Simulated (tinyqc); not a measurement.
# Double-gate transistor below threshold, two-dimensional Poisson equation on a small mesh: what changes with what

Half of a symmetric double-gate structure: row 0 is the mid-plane of the body, where the normal field vanishes. Mobile charge is neglected (subthreshold), the body is fully depleted, and potentials are counted from the intrinsic level; rows run upward to the gate, columns from source to drain.

Values chosen for this exercise; semiconductor permittivity close to that of germanium:
```
symbol,value,unit,meaning
T,325,K,temperature
eps_r,16.2,,relative permittivity of the semiconductor
eox,9,,relative permittivity of the insulator
tb,5,nm,half the body thickness
tox,4,nm,insulator thickness
L,34,nm,channel length
Na,0,cm^-3,acceptor density of the depleted body
Vbi,0.46,V,potential of the source
Vfb,-0.01,V,gate offset
Vg,0.05,V,gate voltage
Vd,1,V,drain voltage
```

Constants: q = 1.602176634e-19 C, kB = 1.380649e-23 J/K, Vt = kB T/q, eps0 = 8.8541878128e-14 F/cm where lengths are in cm. Results are converted to the units shown.

Each table varies one quantity; the others keep the values above.

## Effect of half the body thickness

Mesh: rows i = 0..12 in the semiconductor (step hs = tb/12, row 12 on the interface), then 8 step(s) ho = tox/8 up to the gate row 20; columns j = 0..80 (step hy = L/80). Box integration, divided by eps0: up_i = eps hy/h of the interval above row i, dn_i = that of the interval below (0 for row 0), lat_i = (sum of eps h/2 over the intervals above and below)/hy, s_i = -q Na w_i hy/eps0 with w_i the semiconductor height of the box (hs/2 for row 0 and the interface row, hs between, 0 in the insulator). Each free node obeys (up + dn + 2 lat) psi = up psi(above) + dn psi(below) + lat [psi(left) + psi(right)] + s. Fixed values: gate row Vg - Vfb; column 0 at Vbi and the last column at Vbi + Vd in the semiconductor, each running linearly to Vg - Vfb across the insulator. The system is solved directly. On row 0 the minimum of psi and its place come from a parabola through the three lowest nodes; barrier = Vbi - minimum, swing = Vt ln 10/(d psi/dVg), DIBL = (d psi/dVd)/(d psi/dVg) there. Lambda = pi/k with k the smallest positive root of tan(k tox) tan(k tb) = eox/eps_r.

Effect of half the body thickness:
```
tb (nm),L/Lambda,barrier (V),place y/L,swing (mV/decade),DIBL (mV/V)
2,2.361,0.3619,0.4153,68.70,14.47
2.6,2.119,0.3434,0.4055,70.96,22.15
3.5,1.850,0.3123,0.3913,75.14,36.15
4.6,1.614,0.2713,0.3742,81.56,56.91
6.1,1.384,0.2142,0.3502,92.96,91.19
8,1.180,0.1457,0.3161,113.4,143.8
```

What does the comparison show?

As tb goes from 2 to 8 nm, the barrier falls from 0.362 to 0.146 V, the swing rises from 68.7 to 113 mV a decade and DIBL rises from 14.5 to 144 mV/V; the ideal swing is 64.5. L/Lambda goes from 2.4 to 1.2. At tb = 8 nm the barrier is under 6 Vt, so mobile charge, neglected here, begins to count. At tb = 2 nm the body is under 5 nm thick, where quantum confinement matters.

## Effect of the drain voltage

Same model as above.

Effect of the drain voltage:
```
Vd (V),L/Lambda,barrier (V),place y/L,swing (mV/decade),DIBL (mV/V)
0.05,1.544,0.3178,0.4876,80.03,113.2
0.25,1.544,0.3013,0.4491,80.59,94.13
0.45,1.544,0.2873,0.4208,81.45,82.62
0.65,1.544,0.2749,0.3985,82.44,74.74
0.85,1.544,0.2638,0.3800,83.48,68.90
1.05,1.544,0.2535,0.3642,84.55,64.36
```

As Vd goes from 0.05 to 1.05 V, the barrier falls from 0.318 to 0.254 V, the swing rises from 80.0 to 84.6 mV a decade and DIBL falls from 113 to 64.4 mV/V; the ideal swing is 64.5. The barrier top moves from y/L = 0.488 to 0.364, towards the source.

## Effect of the insulator thickness

Same model as above.

Effect of the insulator thickness:
```
tox (nm),L/Lambda,barrier (V),place y/L,swing (mV/decade),DIBL (mV/V)
1.6,2.213,0.3454,0.4096,70.70,21.29
2.2,1.983,0.3236,0.3988,73.55,30.91
3,1.754,0.2935,0.3849,77.93,45.34
4.2,1.509,0.2487,0.3645,85.67,69.63
5.8,1.285,0.1934,0.3370,98.25,105.4
8,1.077,0.1290,0.2967,120.9,158.3
```

Read the table: what changes, and by how much?

As tox goes from 1.6 to 8 nm, the barrier falls from 0.345 to 0.129 V, the swing rises from 70.7 to 121 mV a decade and DIBL rises from 21.3 to 158 mV/V; the ideal swing is 64.5. L/Lambda goes from 2.2 to 1.1. At tox = 8 nm the barrier is under 6 Vt, so mobile charge, neglected here, begins to count.

Program tinyqc, `OMP_NUM_THREADS=1 python tinyqc.py 2480072 2480073 out.jsonl`; Intel Xeon 2.30GHz, shared host, one thread, about 0.1 s.
